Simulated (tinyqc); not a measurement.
Plane-wave Kohn-Sham cycle with exchange-only LDA in a layered model solid, step by step. One step of it, computed by the program tinyqc.

Task: Iteration 1: potential. V_H(G) = 4 pi rho(G)/G^2 for G != 0 (uniform background); v_x = -(3 rho/pi)^(1/3); V = V_ext + V_H + v_x; Fourier components f(G_m) = (1/N) sum_j f(x_j) exp(-i G_m x_j).

A solid whose potential varies along x alone (atomic units):
```
parameter                      value
period a                    9.800000
cross-section of the cell  29.000000
electrons per cell                 2
grid points                       16
plane waves -n..n, n               2
k points                           4
V1 in V1 cos(2 pi x/a)     -0.580000
V2 in V2 cos(4 pi x/a)      0.110000
```

density at the start, on the grid x_j = j a/N (e/bohr^3): 0.00703730  0.00703730  0.00703730  0.00703730  0.00703730  0.00703730  0.00703730  0.00703730  0.00703730  0.00703730  0.00703730  0.00703730  0.00703730  0.00703730  0.00703730  0.00703730

Give: Potentials on the grid; V(G_m), m = 0, 1, 2, ....

Result:

Potentials on the grid (hartree):
```
x         V_ext     V_H      v_x        V
0.0000  -0.4700  0.0000  -0.1887  -0.6587
0.6125  -0.4581  0.0000  -0.1887  -0.6468
1.2250  -0.4101  0.0000  -0.1887  -0.5988
1.8375  -0.2997  0.0000  -0.1887  -0.4884
2.4500  -0.1100  0.0000  -0.1887  -0.2987
3.0625   0.1442  0.0000  -0.1887  -0.0445
3.6750   0.4101  0.0000  -0.1887   0.2214
4.2875   0.6136  0.0000  -0.1887   0.4249
4.9000   0.6900  0.0000  -0.1887   0.5013
5.5125   0.6136  0.0000  -0.1887   0.4249
6.1250   0.4101  0.0000  -0.1887   0.2214
6.7375   0.1442  0.0000  -0.1887  -0.0445
7.3500  -0.1100  0.0000  -0.1887  -0.2987
7.9625  -0.2997  0.0000  -0.1887  -0.4884
8.5750  -0.4101  0.0000  -0.1887  -0.5988
9.1875  -0.4581  0.0000  -0.1887  -0.6468
```

V(G_m), m = 0, 1, 2, ... (hartree): -0.1887  -0.2900  0.0550  0.0000  0.0000
